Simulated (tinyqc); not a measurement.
Changing the HCl added: speciation in dilute and buffered hydrofluoric acid, oxide etch rate and bath loading. Computed by tinyqc, a small Python program. Command: `OMP_NUM_THREADS=1 python tinyqc.py 3120781 3120782 out.jsonl hfetch sweep`. One thread of a shared host (Intel(R) Xeon(R) Processor @ 2.30GHz), about 0.01 s of CPU time with the checks.

Concentrations stand for activities, NH4+ and Cl- are spectators, and water ionisation is neglected. H, F and HF2 denote the ions H+, F- and HF2-. The base temperature is 298 K.

Inputs (values chosen for the exercise, of the order of those for thermal oxide at room temperature):

| quantity | value | unit |
|---|---|---|
| HF added | 0.52 | mol/L |
| NH4F added | 0.18 | mol/L |
| K1 = [H][F]/[HF] | 0.00072 | mol/L |
| K2 = [HF2]/([HF][F]) | 4.36 | L/mol |
| K3 = [H2F2]/[HF]^2 | 0 | L/mol |
| rate constant of neutral HF k_a | 16 | nm L/(min mol) |
| rate constant of HF2 k_b | 62 | nm L/(min mol) |
| activation energy | 0.36 | eV |
| temperature error | 0.21 | K |
| oxide removed per wafer | 34 | nm |

Constants: k_B = 8.617333262e-05 eV/K.

Method:
- Fluoride balance: [HF] + [F] + 2 [HF2] + 2 [H2F2] = HF added + NH4F added. Acid balance: [H] + [HF] + [HF2] + 2 [H2F2] = HF added + HCl added. For a trial [H], [HF] = [H][F]/K1, and the fluoride balance is a quadratic in [F].
- The root is refined to 1e-13 in pH = -log10 [H].
- Rate = k_a ([HF] + 2 [H2F2]) + k_b [HF2], an empirical two-term form.
- Time = oxide/rate; a temperature error changes the rate by exp((E_a/k_B)(1/298 - 1/(298 + error))) - 1.

One run for each value:

| HCl added (mol/L) | etch rate (nm/min) | pH | [HF2] (mol/L) | share of HF2 in the rate (%) |
|---|---|---|---|---|
| 0.001 | 13.627 | 2.3651 | 0.11653 | 53.016 |
| 0.0026 | 13.618 | 2.3575 | 0.11579 | 52.719 |
| 0.0067 | 13.593 | 2.3379 | 0.11390 | 51.951 |
| 0.017 | 13.524 | 2.2883 | 0.10902 | 49.976 |
| 0.045 | 13.297 | 2.1499 | 0.09501 | 44.299 |
| 0.12 | 12.508 | 1.7421 | 0.05559 | 27.557 |
| 0.3 | 11.462 | 0.8720 | 0.01065 | 5.763 |
| 0.77 | 11.263 | 0.2267 | 0.00255 | 1.403 |
| 2 | 11.221 | -0.2603 | 0.00084 | 0.464 |

Describe and explain the trends.

Over the rows, etch rate (nm/min) falls from 13.6 to 11.2 (exponent d ln y / d ln x -7.1e-4 between the first rows and -0.0039 between the last); pH falls from 2.37 to -0.260; [HF2] (mol/L) falls from 0.117 to 8.40e-4 (exponent d ln y / d ln x -0.0066 between the first rows and -1.2 between the last). Added acid turns F and HF2 into neutral HF, the slower species in this rate law.

Caution (rows 0.770, 2.00): at ionic strengths above about 0.5 mol/L activities differ much from concentrations, so pH and rates are only indicative.
